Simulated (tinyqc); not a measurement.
Schottky barrier on an n-type semiconductor, non-linear Poisson equation by Newton steps: one step of the calculation.

One dimension, metal at x = 0, donor density C(x) = Nd, uniform. Energies are counted from the electron Fermi level of the semiconductor and the conduction-band edge is Ec = -psi, so n = Nc exp(psi/Vt); holes follow the Fermi level of the metal, at -V, so p = Nv exp((V - psi - Eg)/Vt). Ends: psi(0) = V - phiB and psi = Vt ln(Nd/Nc) deep inside. Boltzmann statistics, full ionisation, no current, no image force in the Poisson equation.

Task. Newton step. Solve the tridiagonal system a_(i-1) d_(i-1) + b_i d_i + a_i d_(i+1) = -F_i for nodes 1 to 10, with d = 0 on fixed nodes. Each component d is damped to sign(d) Vt ln(1 + |d|/Vt) before it is added.

Inputs (values chosen for the exercise): temperature T = 300 K.

Constants: q = 1.602176634e-19 C, kB = 1.380649e-23 J/K, Vt = kB T/q. Results are converted to the units shown.

coupling a_i, interval 0 to 10 (F/cm^2): 5.2083458e-7  4.4718120e-7  3.8496469e-7  3.3038014e-7  2.8198050e-7  2.4594966e-7  2.1081400e-7  1.8069771e-7  1.5533663e-7  1.3215206e-7  1.1498945e-7

```
node  diagonal b (F/cm^2)  residual F (C/cm^2)
1           -9.6801578e-7        -1.1440898e-8
2           -8.3214589e-7         4.4062726e-9
3           -7.1534484e-7         7.6234717e-9
4           -6.1236073e-7         9.8202662e-9
5           -5.2793077e-7         1.1806627e-8
6           -4.5676885e-7         1.3893543e-8
7           -3.9156970e-7         1.6317223e-8
8           -3.3688986e-7         1.8964333e-8
9           -3.0424149e-7         2.1377715e-8
10          -6.4135919e-7         8.9057980e-9
```

psi after iteration 1, node 0 to 11 (V): -0.69000000  -0.61789734  -0.57466599  -0.53348660  -0.49020188  -0.44269038  -0.39070623  -0.33232472  -0.26669255  -0.19384753  -0.11606388  -0.09132824

Find: Newton step d, before damping; psi after iteration 2.

Result.

Newton step d, before damping, node 1 to 10 (V): 0.08052  0.19989  0.32710  0.45226  0.56407  0.64426  0.67193  0.61412  0.42817  0.10211
psi after iteration 2, node 0 to 11 (V): -0.69000  -0.58133  -0.51864  -0.46591  -0.41478  -0.36184  -0.30656  -0.24713  -0.18373  -0.11976  -0.07472  -0.09133

tinyqc, about 0.04 s, one thread, Intel Xeon 2.30GHz (shared host): `OMP_NUM_THREADS=1 python tinyqc.py 2020054 2020055 out.jsonl`
